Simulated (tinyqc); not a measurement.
Bandgap voltage reference from two bipolar transistors: two steps of the calculation.

Two transistors of area 1 and N carry the same current I. Is(T) = Is (T/T0)^eta exp[(Vg0 q/kB)(1/T0 - 1/T)], VBE1 = Vt ln(I/Is(T)) + I rb, VBE2 = Vt ln(I/(N Is(T))) + I rb/N. The amplifier forces I R1(T) = VBE1 - VBE2 + Vos, with R(T) = R (1 + tc (T - T0)) for both resistors, and the output is Vref = VBE1 + I R2(T). Base currents and the Early effect are neglected.

Parameters, values chosen for the exercise; values of the order met in silicon bipolar transistors: reference temperature T0 = 323 K; band-gap voltage extrapolated to 0 K Vg0 = 1.18 V; temperature exponent of the saturation current eta = 3.4; saturation current of the unit transistor at T0 Is = 2e-16 A; area ratio of the second transistor N = 10; resistor across which the difference of VBE falls, at T0 R1 = 4.6 kohm; temperature coefficient of both resistors tc = -300 ppm/K; offset of the amplifier Vos = 0 mV; series resistance of the unit transistor rb = 0 ohm; output resistor at T0 R2 = 38.83 kohm; temperature T = 333 K.

Constants: q = 1.602176634e-19 C, kB = 1.380649e-23 J/K. Results are converted to the units shown.

Task 1. Operating point at another temperature. Vt = kB T/q; I = (Vt ln N + Vos)/(R1(T) - rb (1 - 1/N)).

Wanted: Vt; I; Is(T); VBE1; I R2; Vref.

Result 1.

Vt = 0.028696 V
I = 14.407 uA
Is(T) = 7.9241e-16 A
VBE1 = 0.67790 V
I R2 = 0.55775 V
Vref = 1.2357 V

From T0 to T, VBE1 changes by -17.0 mV and I R2 by 16.7 mV, which leaves -0.282 mV in Vref.

Task 2. Resistor for zero slope at T0, ideal case. With tc = 0, Vos = 0 and rb = 0 the current is proportional to T, dVBE/dT = (VBE - Vg0 - (eta - 1) Vt)/T, and Vref has zero slope at T0 when Vref = Vg0 + (eta - 1) Vt0. Find VBE1, its slope, that Vref, R2/R1 and the curvature d2Vref/dT2 = -(eta - 1) kB/(q T0).

Give: VBE1; dVBE/dT; Vref; R2/R1; curvature.

Result 2.

VBE1 = 0.69493 V
dVBE/dT = -1.7086 mV/K
Vref = 1.2468 V
R2/R1 = 8.6109
curvature = -0.64030 uV/K^2

Numbers from tinyqc (`OMP_NUM_THREADS=1 python tinyqc.py 2062006 2062007 out.jsonl`; about 0.03 s on one thread of a shared Intel Xeon 2.30GHz).
